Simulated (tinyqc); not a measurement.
MOSFET in saturation, small-signal circuit and noise: gains against frequency.

Bias by the inversion coefficient IC = I/Ispec (charge-based model with velocity saturation; weak inversion below 0.1, strong above 10). Common-source circuit: gm, gds, Cgs, Cgd and Cj at the inner nodes, Rg in series with the gate; quasi-static, no source or drain resistance, no gate-body capacitance, no substrate network, no induced gate noise, so fmax is an upper estimate.

Ispec = 2 n mu Cox (W/L) Vt^2, lc = Ls/L, gms = [sqrt((lc IC + 1)^2 + 4 IC) - 1]/[2 + lc (lc IC + 1)], gm = gms Ispec/(n Vt), gds = sg gm. qs = [sqrt(1 + 4 IC) - 1]/2, Cgs = Cox W L qs (2 qs + 3)/(3 (qs + 1)^2) + Cov W, Cgd = Cov W, Cd = Cj W, Rg = Rsh (Wf/L)/(12 Nf) + Rc/W with Nf = W/Wf fingers (not rounded) contacted at both ends. fT = gm/(2 pi (Cgs + Cgd)), fmax = fT/(2 sqrt(Rg (gds + 2 pi fT Cgd))). Inner admittances at w = 2 pi f: y11 = i w (Cgs + Cgd), y12 = -i w Cgd, y21 = gm - i w Cgd, y22 = gds + i w (Cgd + Cd). Invert to Z, add Rg to Z11 and invert back to Y. |h21| = |Y21/Y11|; U = |Y21 - Y12|^2/(4 [Re Y11 Re Y22 - Re Y12 Re Y21]). MSG = |Y21/Y12|; stability factor k = [2 Re Y11 Re Y22 - Re(Y12 Y21)]/|Y12 Y21|.

Parameters, values chosen for the exercise:
```
symbol  value        unit                                  meaning
T         325           K                              temperature
L         130          nm                              gate length
W          20          um                         total gate width
Cox      1.81     uF/cm^2                         gate capacitance
mu        120  cm^2/(V s)                                 mobility
n        1.23                                         slope factor
Ls         15          nm               velocity-saturation length
sg      0.018                                         ratio gds/gm
Cov      0.42       fF/um  overlap and fringe capacitance per side
Cj       0.65       fF/um               drain junction capacitance
Rsh         5         ohm             sheet resistance of the gate
Wf        0.5          um                             finger width
Rc        100      ohm um     gate contact and vertical resistance
IC       0.46                                inversion coefficient
```

Constants: q = 1.602176634e-19 C, kB = 1.380649e-23 J/K, Vt = kB T/q. Results are converted to the units shown.

The same in every row: f sqrt(U) (GHz) = 56.70.

Gains against frequency:
```
f (GHz)  |h21| (dB)  U (dB)  MSG (dB)         k
0.036         40.06   63.95     25.23  0.003070
0.068         34.53   58.42     22.46  0.005798
0.13          28.91   52.79     19.65   0.01108
0.24          23.58   47.47     16.99   0.02046
0.44          18.32   42.20     14.36   0.03749
0.83          12.82   36.69     11.61   0.07061
1.6           7.179   30.99     8.785    0.1352
2.9           2.184   25.82     6.288    0.2404
```

Read the table: what changes, and by how much?

Over the table |h21| falls by 19.9 dB a decade, U by 20.0 and MSG by 9.94. The product f sqrt(U) stays at 56.7 GHz, against fmax = 56.7 GHz from the formula. k stays below one in all rows, so the device is only conditionally stable. In every row fmax exceeds 4 fT, where channel resistance and substrate losses, left out here, would cap it.

Program tinyqc, `OMP_NUM_THREADS=1 python tinyqc.py 2150071 2150072 out.jsonl`; Intel Xeon 2.30GHz, shared host, one thread, about 0.01 s.
